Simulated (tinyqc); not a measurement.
Worked calculation: Hubbard chain of 2 sites. One step of it, computed by the program tinyqc.

Question. Mean-field iteration 1. H(up) = T + U n(down), H(down) = T + U n(up); fill the lowest levels; n(new) = n + mixing (n(out) - n); E = tr T (rho up + rho down) + U sum n_up n_down of the output.

one-body matrix (hopping and site energies) (eV):
```
           1          2
1   0.000000  -0.910000
2  -0.910000   0.000000
```

U = 7.400000 eV

electrons, up and down: 1  1

mixing = 1

n(up) at the start (a guess, not normalised): 1 0.800000, 2 0.200000

n(down) at the start (a guess): 1 0.200000, 2 0.800000

Give: levels, up; levels, down; energy; n(up) after iteration 1; n(down) after iteration 1.

Answer.

levels, up (eV): 1.301  6.099

levels, down (eV): 1.301  6.099

energy = -0.158 eV

n(up) after iteration 1: 1 0.963, 2 0.037

n(down) after iteration 1: 1 0.037, 2 0.963
